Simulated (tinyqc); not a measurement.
# From one set of inputs to another, one input at a time

Model: rapid thermal processing of a wafer: radiative balance, ramp and cooling, pattern effects, pyrometer error and spike budget. Computed by tinyqc, a small Python program. Command: `OMP_NUM_THREADS=1 python tinyqc.py 3113158 3113159 out.jsonl rtp ladder`. One thread of a shared host (Intel(R) Xeon(R) Processor @ 2.30GHz), about 0.08 s of CPU time with the checks.

The wafer is opaque and uniform through its thickness unless said otherwise; temperatures in formulas are in kelvin (C + 273.15). sigma = 5.670374419e-12 W/(cm^2 K^4).

The inputs printed are set A. Inputs not listed in the table keep their values of set A, so the rows need not describe a real material.

Inputs (values chosen for the exercise, modelled on a hot silicon wafer):

| quantity | value | unit |
|---|---|---|
| wafer thickness d | 625 | micrometre |
| heat capacity per volume C | 2.21 | J/(cm^3 K) |
| thermal conductivity k | 0.3 | W/(cm K) |
| emissivity eps of each face | 0.57 | - |
| reflectivity of the chamber walls r | 0.097 | - |
| gas heat-transfer coefficient h, both faces together | 1.3 | mW/(cm^2 K) |
| wall temperature T_w | 300 | K |
| process temperature | 883 | C |
| starting temperature | 450 | C |
| ramp rate | 150 | K/s |
| relative change of absorptivity over a pattern | 5.2 | % |
| period of the pattern | 5.3 | mm |
| pyrometer wavelength | 0.95 | micrometre |
| error of the assumed emissivity | 6.1 | % |
| activation energy of the process E_a | 2.7 | eV |

Constants: k_B = 8.617333262e-05 eV/K; h = 6.62607015e-34 J s; c = 299792458 m/s; k_B = 1.380649e-23 J/K.

Method:
- Effective emissivity between parallel grey plates: eps_eff = 1/(1/eps + 1/(1 - r) - 1). Loss per area q(T) = 2 eps_eff sigma (T^4 - T_w^4) + h (T - T_w).
- Absorbed power during a ramp = q(T) + C d x ramp rate; thermal time constant tau = C d/(dq/dT), dq/dT = 8 eps_eff sigma T^3 + h; natural cooling rate q/(C d); front-to-back difference under one-sided heating at the end of the ramp = (absorbed power) d/(2 k).
- At steady state a sinusoidal change of absorbed power of relative amplitude a and period p gives the temperature amplitude a q/(dq/dT + k d (2 pi/p)^2); healing length l = sqrt(k d/(dq/dT)); process change = E_a dT/(k_B T^2). Emissivity is taken as unchanged.
- Signal proportional to eps/(exp(c2/(lambda T)) - 1), c2 = h c/k_B. If the assumed emissivity is too high by the given error, the reading T' solves (1 + error)/(exp(c2/(lambda T')) - 1) = 1/(exp(c2/(lambda T)) - 1). Wien estimate: T' - T = -lambda T^2 ln(1 + error)/c2. Process rates go as exp(-E_a/(k_B T)).

Each row keeps all changes above it:

| input moved | from | to | time constant tau (s) | amplitude (K) | reading less true temperature (K) |
|---|---|---|---|---|---|
| set A | - | - | 3.546 | 0.2323 | -5.20 |
| ramp rate (K/s) | 150 | 33 | 3.546 | 0.2323 | -5.20 |
| gas heat-transfer coefficient h, both faces together (mW/(cm^2 K)) | 1.3 | 3 | 3.398 | 0.2605 | -5.20 |
| thermal conductivity k (W/(cm K)) | 0.3 | 0.26 | 3.398 | 0.2998 | -5.20 |
| pyrometer wavelength (micrometre) | 0.95 | 2.3 | 3.398 | 0.2998 | -12.46 |
| error of the assumed emissivity (%) | 6.1 | 11 | 3.398 | 0.2998 | -21.79 |
| activation energy of the process E_a (eV) | 2.7 | 2 | 3.398 | 0.2998 | -21.79 |
| reflectivity of the chamber walls r | 0.097 | 0.1 | 3.404 | 0.2994 | -21.79 |

Time constant tau goes from 3.55 to 3.40, a factor 0.960 in all. The largest single move comes from gas heat-transfer coefficient h, both faces together (a factor 0.958). Amplitude goes from 0.232 to 0.299, a factor 1.29 in all. The largest single move comes from thermal conductivity k (a factor 1.15). Reading less true temperature goes from -5.20 to -21.8, -16.6 in all. The largest single move comes from error of the assumed emissivity (-9.32). The single moves hold for this order of the switches; the total does not depend on the order.

Caution (rows pyrometer wavelength, error of the assumed emissivity, activation energy of the process E_a, reflectivity of the chamber walls r): below about 600 C lightly doped silicon is partly transparent at this wavelength, so its emissivity is not yet the hot value early in the ramp.

Extremes, crossings and ranges named in words are read from the listed rows.
